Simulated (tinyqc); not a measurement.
# A chain with uneven site energies and dephasing by Buettiker voltage probes: several studies

Sites 1 to 3 form a chain with hopping -t. Lead L joins site 1 and lead R site 3, both semi-infinite chains with hopping -t and site energy 0. Every site carries a probe with self-energy -i Gamma_p/2 that draws no net current. Linear response at zero temperature: mu_L = 1, mu_R = 0 in units of the bias.

Inputs (values chosen for the exercise): hopping (matrix element -t) t = 1 eV; site energies 1 to N U = [-0.21, 0.06, -1.19] eV; Fermi energy E = -0.57 eV; probe broadening Gamma_p gp = 0.44 eV.

Constants: q = 1.602176634e-19 C, h = 6.62607015e-34 J s. Results are converted to the units shown.

Each table varies one quantity; the others keep the values above.

## Effect of the dephasing strength

Sigma = t^2 g(E), g(x) = (x - i sqrt(4 t^2 - x^2))/(2 t^2) for |x| < 2 t and (x - sign(x) sqrt(x^2 - 4 t^2))/(2 t^2) otherwise; Gamma = -2 Im Sigma; G = (E - H - Sigma_L - Sigma_R + i Gamma_p/2)^(-1). With Gamma the broadening by one lead, T_RL = Gamma^2 |G_(3,1)|^2, T_pL = Gamma Gamma_p |G_(p,1)|^2, T_pR = Gamma Gamma_p |G_(p,3)|^2, T_pq = Gamma_p^2 |G_(p,q)|^2 for p != q. No current into probe p: W mu = T_pL with W_pp = T_pL + T_pR + sum_q T_pq and W_pq = -T_pq. Then T_eff = T_RL + sum_p T_pR mu_p, and the resistance is (h/2q^2)/T_eff. Without probes means Gamma_p = 0.

Results:
```
gp (eV)	T_RL	through probes	T_eff	resistance (kohm)
0.01	0.6150	0.006133	0.6211	20.78
0.018	0.6080	0.01096	0.6190	20.85
0.032	0.5960	0.01923	0.6153	20.98
0.1	0.5414	0.05649	0.5979	21.59
0.18	0.4839	0.09466	0.5786	22.31
0.32	0.3986	0.1489	0.5475	23.57
0.56	0.2876	0.2132	0.5007	25.77
1	0.1610	0.2690	0.4300	30.01
1.8	0.05951	0.2733	0.3328	38.79
```

Estimate the missing row, gp = 0.056 eV.

Computed row:
```
gp (eV)	T_RL	through probes	T_eff	resistance (kohm)
0.056	0.5761	0.03292	0.6090	21.19
```

With this row back in the table: Without probes the transmission is 0.624. T_eff falls from 0.621 to 0.333; the direct part falls from 0.615 to 0.0595 and the part through probes rises from 0.00613 to 0.273. At this energy dephasing lowers T_eff from the start: the probes give back less than the direct part loses.

## Coherent and dephased transmission against energy

Same model as above.

Coherent and dephased transmission against energy:
```
E (eV)	T without probes	T_eff
-1.8	0.4851	0.4166
-1.5	0.6211	0.4773
-1.2	0.6322	0.4931
-0.9	0.6261	0.5060
-0.6	0.6236	0.5215
-0.3	0.6301	0.5394
0	0.6473	0.5571
0.3	0.6758	0.5717
0.6	0.7136	0.5801
0.9	0.7506	0.5716
1.2	0.7516	0.5232
1.5	0.6270	0.4184
1.8	0.2841	0.2543
```

What does the table show?

Without probes T lies between 0.284 and 0.752 in these rows, with them between 0.254 and 0.580. The probes lower it in 13 rows and raise it in 0.

## Resistance against length

With Gamma the broadening by one lead, T_RL = Gamma^2 |G_(last,1)|^2, T_pL = Gamma Gamma_p |G_(p,1)|^2, T_pR = Gamma Gamma_p |G_(p,last)|^2, T_pq = Gamma_p^2 |G_(p,q)|^2 for p != q. The list U is repeated k times, each site with its probe.

Resistance against length:
```
k	sites	T without probes	T_eff	resistance (kohm)
1	3	0.62380	0.52322	24.667
2	6	0.86413	0.49463	26.093
3	9	0.75211	0.39991	32.274
4	12	0.67766	0.34544	37.362
6	18	0.60797	0.27199	47.452
8	24	0.66676	0.22463	57.456
12	36	0.99878	0.16618	77.666
16	48	0.68949	0.13182	97.911
```

The resistance rises from 24.7 to 97.9 kohm, by 1.68 kohm a site between k = 8 and 12 and 1.69 between 12 and 16: Ohm's law, R = R0 + rho N with the extrapolated intercept R0 = 16.9 kohm (h/2q^2 = 12.91 kohm). The intercept differs from h/2q^2, since the ends of the chain scatter differently from its bulk, so no mean free path is read from it.

Program tinyqc, `OMP_NUM_THREADS=1 python tinyqc.py 2700124 2700125 out.jsonl`; Intel Xeon 2.30GHz, shared host, one thread, about 0.01 s.
